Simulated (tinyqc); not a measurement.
# On-chip interconnect, size-dependent resistivity and RC delay: two studies

A rectangular line between two neighbours and two ground planes. Surface and grain-boundary scattering are added to the bulk resistivity as corrections; capacitances are parallel-plate values without fringing; inductance is ignored.

Values chosen for this exercise; metal values close to those of copper: bulk resistivity rho0 = 1.7 uohm cm; bulk mean free path lam = 39.6 nm; specular share of surface scattering ps = 0; reflection coefficient of grain boundaries Rg = 0.58; grain size over the metal width gr = 0.7; drawn line width wd = 98 nm; aspect ratio, height over width AR = 2; liner on both walls and the bottom, not conducting tl = 1.5 nm; space to the neighbouring lines sp = 98 nm; dielectric height to the planes above and below hd = 160 nm; relative permittivity of the dielectric ek = 4.2; Miller factor of the neighbours Mf = 0; line length Lw = 210 um; driver resistance Rd = 850 ohm; load capacitance Cl = 0.14 fF; bulk resistivity of the second metal (close to cobalt) rho2 = 6.17 uohm cm; mean free path of the second metal lam2 = 11.8 nm; liner of the second metal tl2 = 0.1 nm.

Constants: eps0 = 8.8541878128e-12 F/m. Results are converted to the units shown.

Each table varies one quantity; the others keep the values above.

## Delay against the reflection coefficient of grain boundaries

Metal width x = wd - 2 tl, height y = AR wd - tl; grain boundaries (Mayadas-Shatzkes): al = (lam/(gr x)) Rg/(1 - Rg), g = 1/[1 - 3 al/2 + 3 al^2 - 3 al^3 ln(1 + 1/al)] - 1; surfaces (Fuchs-Sondheimer, thick limit): s = (3/8) lam (1 - ps)(1/x + 1/y); rho = rho0 (1 + g + s); r = rho/(x y); c = eps0 ek (2 wd/hd + 2 Mf AR wd/sp). Elmore delay tE = Rd (c Lw + Cl) + r Lw (c Lw/2 + Cl); t50 is the time at which the far end of a ladder of 30 pi sections (half capacitances at both ends, Cl at the far end, a step applied through Rd) reaches half the step; line share r Lw/(Rd + r Lw); estimate 0.69 Rd (c Lw + Cl) + 0.38 r c Lw^2 + 0.69 r Lw Cl.

The same in every row: c (fF/um) = 0.04555.

Results:
```
Rg,rho (uohm cm),r (ohm/um),tE (ps),t50 (ps),estimate (ps),line share of the resistance (%)
0.05,2.174,1.177,9.467,6.685,6.615,22.53
0.15,2.356,1.275,9.569,6.766,6.692,23.95
0.25,2.580,1.396,9.694,6.865,6.787,25.65
0.35,2.868,1.552,9.855,6.993,6.909,27.72
0.45,3.257,1.763,10.07,7.165,7.074,30.34
0.65,4.680,2.533,10.87,7.795,7.678,38.49
0.75,6.233,3.373,11.74,8.480,8.336,45.46
```

Estimate the missing row, Rg = 0.55.

Computed row:
```
Rg,rho (uohm cm),r (ohm/um),tE (ps),t50 (ps),estimate (ps),line share of the resistance (%)
0.55,3.813,2.064,10.38,7.411,7.310,33.77
```

With this row back in the table: As Rg goes from 0.05 to 0.75, r rises from 1.18 to 3.37 ohm/um, c stays at 0.0456 fF/um and t50 rises from 6.69 to 8.48 ps. t50/tE lies between 0.706 and 0.722, and the estimate is within 1.7 % of t50.

## Two metals against line width

Metal width x = wd - 2 tl, height y = AR wd - tl; grain boundaries (Mayadas-Shatzkes): al = (lam/(gr x)) Rg/(1 - Rg), g = 1/[1 - 3 al/2 + 3 al^2 - 3 al^3 ln(1 + 1/al)] - 1; surfaces (Fuchs-Sondheimer, thick limit): s = (3/8) lam (1 - ps)(1/x + 1/y); rho = rho0 (1 + g + s); r = rho/(x y). The second metal has rho2, lam2 and tl2 in place of rho0, lam and tl; ps, Rg, gr and AR are shared.

Result of one run:
```
wd (nm),"rho, first (uohm cm)","rho, second (uohm cm)","r, first (ohm/um)","r, second (ohm/um)",ratio second/first
22,13.043,17.109,161.52,178.77,1.1068
```

What becomes of these results when the drawn line width wd is changed from 22 to 120 nm, all else the same?

Result of the changed run:
```
wd (nm),"rho, first (uohm cm)","rho, second (uohm cm)","r, first (ohm/um)","r, second (ohm/um)",ratio second/first
120,3.6005,8.2334,1.2903,2.8648,2.2203
```

The whole series:
```
wd (nm),"rho, first (uohm cm)","rho, second (uohm cm)","r, first (ohm/um)","r, second (ohm/um)",ratio second/first
5,105.94,54.884,62319,11550,0.18533
6.5,61.812,43.379,15357,5337.6,0.34757
8,44.015,36.290,6071.1,2926.1,0.48198
10,32.076,30.207,2476.9,1548.9,0.62535
13,23.069,24.640,941.58,743.23,0.78934
17,17.032,20.301,374.33,356.46,0.95226
22,13.043,17.109,161.52,178.77,1.1068
30,9.7211,14.220,61.545,79.666,1.2944
45,6.8913,11.571,18.540,28.730,1.5496
70,4.9812,9.6707,5.3680,9.9034,1.8449
120,3.6005,8.2334,1.2903,2.8648,2.2203
```

The resistivity of the first metal falls from 106 to 3.60 uohm cm and that of the second goes from 54.9 to 8.23 uohm cm as the line widens. The products rho0 lam, which set the size effect, are 67.3 and 72.8 uohm cm nm. The two resistances cross at wd = 18.4 nm: below it the second metal gives the lower line resistance. For widths well under the mean free path the thick-limit surface term is only a guide.

Program tinyqc, `OMP_NUM_THREADS=1 python tinyqc.py 2100074 2100075 out.jsonl`; Intel Xeon 2.30GHz, shared host, one thread, about 0.01 s.
